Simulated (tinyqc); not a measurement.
A spin-degenerate level with charging energy between two leads, rate equations: one step of the calculation.

States 0, up, down and 2 with energies 0, e1 - Ez/2, e1 + Ez/2 and 2 e1 + U. mu_L = +V/2, mu_R = -V/2 (meV), f(x) = 1/(1 + exp(x/kB T)). A transition that adds one electron of given spin at the energy E has the rate G f(E - mu) from each lead, and its reverse G [1 - f(E - mu)]. I counts electrons leaving the left lead, times q.

Question. Steady state and current. Steady state: W p = 0 with sum p = 1. I = q GL sum over transitions i-j of [fL p_i - (1 - fL) p_j].

Values chosen for this exercise: tunnel rate to the left lead GL = 0.93 1/ns; tunnel rate to the right lead GR = 0.62 1/ns.

Constants: q = 1.602176634e-19 C. Results are converted to the units shown.

W (1/ns):
```
               0          up        down           2
0     -3.0990073   0.0000601   0.0009326   0.0000000
up     1.5499399  -0.0046029   0.0000000   1.5454573
down   1.5490674   0.0000000  -0.0668149   1.4841177
2      0.0000000   0.0045427   0.0658823  -3.0295749
```

fL, transition 0-up to down-2: [0.99999997, 0.99999950, 0.00488359, 0.07082447]

Give: p; mean number of electrons; I.

Answer.

p: 0 0.0000, up 0.9353, down 0.0619, 2 0.0027
mean number of electrons = 1.003
I = 0.5567 pA

In units of q GL GR/(GL + GR) = 59.6 pA the current is 0.00934; two independent spin channels fully inside the bias window would give 2.

Range of the model: Rate equations need hbar G well below kB T; cotunnelling and the Kondo effect are left out.

Numbers from tinyqc (`OMP_NUM_THREADS=1 python tinyqc.py 2780115 2780116 out.jsonl`; about 0.01 s on one thread of a shared Intel Xeon 2.30GHz).
